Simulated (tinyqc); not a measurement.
## Trap density from the leakage

Inverse problem. Trap-assisted leakage is J = q Nt times the integral over x of the rate through one trap. Find Nt, the areal density Nt t and the mean in-plane spacing (Nt t)^(-1/2).

Values chosen for this exercise:
- t = 4.3 nm (thickness)

Constants: q = 1.602176634e-19 C. Results are converted to the units shown.

J = 0.13731563 A/cm^2
integral of the rate over x = 3.7263338e7 nm/s

Solution. J is proportional to Nt.

Nt = 2.30e17 cm^-3
Nt t = 9.89e10 cm^-2
in-plane spacing = 31.8 nm

Numbers from tinyqc (`OMP_NUM_THREADS=1 python tinyqc.py 2370104 2370105 out.jsonl`; about 0.03 s on one thread of a shared Intel Xeon 2.30GHz).
